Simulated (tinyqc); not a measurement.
Born-von Karman spring model of a cubic crystal with one atom per cell: one step, computed by the program tinyqc. Command: `OMP_NUM_THREADS=1 python tinyqc.py 3021256 3021257 out.jsonl springs walk`. One thread of a shared host (Intel(R) Xeon(R) Processor @ 2.30GHz), about 0.2 s of CPU time with the checks.

First neighbours lie at a/2 (1,1,0) (12 of them), second at a (1,0,0) (6), with all permutations and signs; the volume per atom is Omega = a^3/4. Two shells of springs match a real metal only roughly, above all at the zone boundary.

Task: Sound velocities. rho = M/Omega and v = sqrt(C/rho), with C = C11, C44, C44 along [100]; (C11 + C12 + 2 C44)/2, C44, (C11 - C12)/2 along [110]; (C11 + 2 C12 + 4 C44)/3 and twice (C11 - C12 + C44)/3 along [111].

Inputs (values chosen for the exercise, modelled on copper): lattice constant a = 3.61 angstrom; atomic mass M = 63.55 u.

Lattice: fcc.

C11 = 146.3706 GPa

C44 = 62.71124 GPa

C12 = 94.48848 GPa

Constants: u = 1.6605390666e-27 kg.

Give: density rho; Velocities (m/s).

Result:

density rho = 8972 kg/m^3

Velocities (m/s):
```
direction  longitudinal  transverse 1  transverse 2
[100]              4039          2644          2644
[110]              4518          2644          1700
[111]              4667          2063          2063
```

Along [110] the two transverse waves differ by a factor sqrt(2 C44/(C11 - C12)) = 1.555.
